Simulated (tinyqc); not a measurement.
Stretching the bonds: Weaire-Thorpe hybrids on a Bethe lattice: gap and dangling bond of an amorphous tetrahedral solid.

Parameters, chosen for this exercise (out of a larger set: of the size of tabulated hybrid energies for amorphous silicon; not measured data): V1 = 1.8 eV (coupling of two hybrids on one atom); V2 = 4.25 eV (coupling of the two hybrids of a bond).

V2 is scaled as (d0/d)^2 and V1 stays. Bound 2 V2 - 4 V1; tree V2 - 2 V1 + sqrt(V2^2 + 4 V1^2 - 2 sqrt3 V1 V2); a negative bound means that a network with rings may have no gap.

Against d/d0:
```
d/d0  V2 (eV)  V2/V1  bound (eV)  tree (eV)
0.96    4.612  2.562       2.023      3.351
0.98    4.425  2.458       1.650      3.050
1.00    4.250  2.361       1.300      2.777
1.02    4.085  2.269       0.970      2.528
1.07    3.712  2.062       0.224      2.008
1.10    3.512  1.951      -0.175      1.755
1.15    3.214  1.785      -0.773      1.416
```

Give the missing row, d/d0 = 1.04.

Computed row:
```
d/d0  V2 (eV)  V2/V1  bound (eV)  tree (eV)
1.04    3.929  2.183       0.659      2.304
```

The bound falls by 170 meV for each per cent of stretch near d0 and vanishes at d/d0 = 1.087, inside the table. Weak, stretched bonds therefore put states closest to the edges, one origin of band tails.

tinyqc: `OMP_NUM_THREADS=1 python tinyqc.py 1480094 1480095 out.jsonl`; about 0.03 s, one thread, shared Intel(R) Xeon(R) Processor @ 2.30GHz.
